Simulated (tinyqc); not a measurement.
Worked calculation: extended Hueckel theory, for BeH2+. The parameters take no account of the charge, which enters only through the electron count. One step of it, computed by the program tinyqc.

Task: Wolfsberg-Helmholz matrix. H_ij = K' S_ij (H_ii + H_jj)/2 for i != j (the diagonal keeps H_ii), with K' = 1.5.

overlap S, order 1Be 2s, 1Be 2px, 1Be 2py, 1Be 2pz, 2H 1s, 3H 1s:
$$\begin{pmatrix}
1.000000 & 0.000000 & 0.000000 & 0.000000 & 0.474586 & 0.474586 \\
0.000000 & 1.000000 & 0.000000 & 0.000000 & 0.000000 & 0.000000 \\
0.000000 & 0.000000 & 1.000000 & 0.000000 & 0.552216 & -0.552216 \\
0.000000 & 0.000000 & 0.000000 & 1.000000 & 0.060194 & 0.060194 \\
0.474586 & 0.000000 & 0.552216 & 0.060194 & 1.000000 & 0.040018 \\
0.474586 & 0.000000 & -0.552216 & 0.060194 & 0.040018 & 1.000000
\end{pmatrix}$$

diagonal H_ii (eV): 1Be 2s -10.000000, 1Be 2px -6.000000, 1Be 2py -6.000000, 1Be 2pz -6.000000, 2H 1s -13.600000, 3H 1s -13.600000

K = 1.500000

Give: H.

Result:

H (eV), order 1Be 2s, 1Be 2px, 1Be 2py, 1Be 2pz, 2H 1s, 3H 1s:
$$\begin{pmatrix}
-10.000 & 0.000 & 0.000 & 0.000 & -8.400 & -8.400 \\
0.000 & -6.000 & 0.000 & 0.000 & 0.000 & 0.000 \\
0.000 & 0.000 & -6.000 & 0.000 & -8.118 & 8.118 \\
0.000 & 0.000 & 0.000 & -6.000 & -0.885 & -0.885 \\
-8.400 & 0.000 & -8.118 & -0.885 & -13.600 & -0.816 \\
-8.400 & 0.000 & 8.118 & -0.885 & -0.816 & -13.600
\end{pmatrix}$$
